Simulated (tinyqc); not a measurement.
Changing the donor depth E_D: charge neutrality of a doped semiconductor with incomplete ionisation. Computed by tinyqc, a small Python program. Command: `OMP_NUM_THREADS=1 python tinyqc.py 3021643 3021644 out.jsonl dopant sweep`. One thread of a shared host (Intel(R) Xeon(R) Processor @ 2.30GHz), about 0.06 s of CPU time with the checks.

Energies are counted from the top of the valence band; E_D is measured down from the conduction band and E_A up from the valence band.

Inputs (values chosen for the exercise, for a model semiconductor):
```
quantity                             value   unit
gap at 0 K E_g0                       3.63     eV
Varshni alpha                     0.000354   eV/K
Varshni beta                           535      K
electron mass m_e                    0.302    m_0
valleys M_c                              3      -
hole mass m_h                         1.61    m_0
donor density N_D                  1.4e+19  cm^-3
acceptor density N_A               6.4e+18  cm^-3
acceptor depth E_A                   0.247     eV
donor degeneracy g_D                     2      -
acceptor degeneracy g_A                  2      -
static dielectric constant eps_s      9.64      -
temperature T                          100      K
iteration cap                           60      -
```

Doping: n-type, compensated. Statistics of the bands: Fermi-Dirac. Solver: Newton steps on the logarithm. Start of Newton steps: intrinsic level E_i.

Constants: m_0 = 9.1093837015e-31 kg; k_B = 1.380649e-23 J/K; h = 6.62607015e-34 J s; k_B = 8.617333262e-05 eV/K.

Method:
- E_g = E_g0 - alpha T^2/(T + beta).
- N_c = 2 M_c (2 pi m_e k_B T/h^2)^(3/2) and N_v = 2 (2 pi m_h k_B T/h^2)^(3/2), masses in units of m_0.
- n_i = sqrt(N_c N_v) exp(-E_g/(2 k_B T)); E_i = E_g/2 + (k_B T/2) ln(N_v/N_c).
- n = N_c F_1/2((E_F - E_g)/k_B T), p = N_v F_1/2(-E_F/k_B T).
- F_1/2(eta) = (2/sqrt(pi)) int_0^infinity sqrt(x)/(1 + exp(x - eta)) dx, by the trapezoid rule in t = sqrt(x) with step 0.02 up to t = 12 (for eta < -12 by exp(eta) - exp(2 eta)/2^(3/2)).
- N_D+ = N_D/(1 + g_D exp((E_F - E_g + E_D)/k_B T)).
- N_A- = N_A/(1 + g_A exp((E_A - E_F)/k_B T)).
- Neutrality: p + N_D+ = n + N_A-; the log ratio is ln[(p + N_D+)/(n + N_A-)].
- Newton steps from the start named, with the slope from a central difference of 1e-6 eV; the function is the log ratio y = ln[(p + N_D+)/(n + N_A-)]; the bracket -0.3 to E_g + 0.3 eV is narrowed by the sign of y at each step, and a step that would leave it is replaced by its midpoint; stop when |log ratio| < 1e-9.

One run for each value; columns: (1) donor depth E_D (eV); (2) majority density n (cm^-3); (3) ionised share of the donors; (4) distance of E_F from the majority band edge (eV):
```
(1)            (2)      (3)      (4)
0.0050  6.1291e+17  0.50092  0.01100
0.0099  3.8329e+17  0.48452  0.01534
0.0200  1.3234e+17  0.46660  0.02482
0.0770  1.8791e+14  0.45716  0.08149
0.1500  3.9351e+10  0.45714  0.15449
0.3000  1.0847e+03  0.45714  0.30449
0.6000  8.2406e-13  0.45714  0.60449
```

Give the missing row, donor depth E_D (eV) = 0.0390.

Computed row; columns: (1) donor depth E_D (eV); (2) majority density n (cm^-3); (3) ionised share of the donors; (4) distance of E_F from the majority band edge (eV):
```
(1)            (2)      (3)      (4)
0.0390  1.5354e+16  0.45824  0.04353
```

Interpolating between the two neighbouring rows (the first column on a logarithmic scale, the others too where they are positive) misses most in majority density n (cm^-3), by 67 %. Over the rows, majority density n (cm^-3) falls from 6.13e17 to 8.24e-13 (exponent d ln y / d ln x -0.69 between the first rows and -50 between the last); ionised share of the donors falls from 0.501 to 0.457, flat over part of the range; distance of E_F from the majority band edge (eV) rises from 0.0110 to 0.604 (exponent d ln y / d ln x 0.49 between the first rows and 0.99 between the last).

Caution (rows 0.00500, 0.00990, 0.0200, 0.0390, 0.0770): N^(1/3) a is above 0.2 for the radius a = e^2/(8 pi eps_0 eps_s E) of the dopant: near the Mott value, 0.26, the level broadens, and above it the level has merged with the band and all dopants are ionised, so such results of a fixed depth are only formal. Caution (rows 0.300, 0.600): so few free carriers remain that hopping between impurities, left out here, would carry any current. Caution (rows 0.600): there is less than one majority carrier per cm^3: the dopants are frozen out and the equilibrium density is only formal.
